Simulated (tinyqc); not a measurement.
Inside a calculation. Method: tight binding, dimerised chain. One step of it, computed by the program tinyqc.

Problem. Open chain of 3 cells. The same hoppings without the wrap-around bond.

H of the open chain (eV), lower triangle:
```
           1          2          3          4          5          6
1   0.080000
2  -2.200000  -0.080000
3   0.000000  -0.570000   0.080000
4   0.000000   0.000000  -2.200000  -0.080000
5   0.000000   0.000000   0.000000  -0.570000   0.080000
6   0.000000   0.000000   0.000000   0.000000  -2.200000  -0.080000
```

Give: levels; weights of the highest filled level on the sites.

Solution.

levels (eV): -2.621  -2.238  -1.818  1.818  2.238  2.621

weights of the highest filled level on the sites: 0.150  0.112  0.226  0.247  0.102  0.164

The bulk gap runs from -1.6320 to 1.6320 eV; no level of this chain lies inside it.
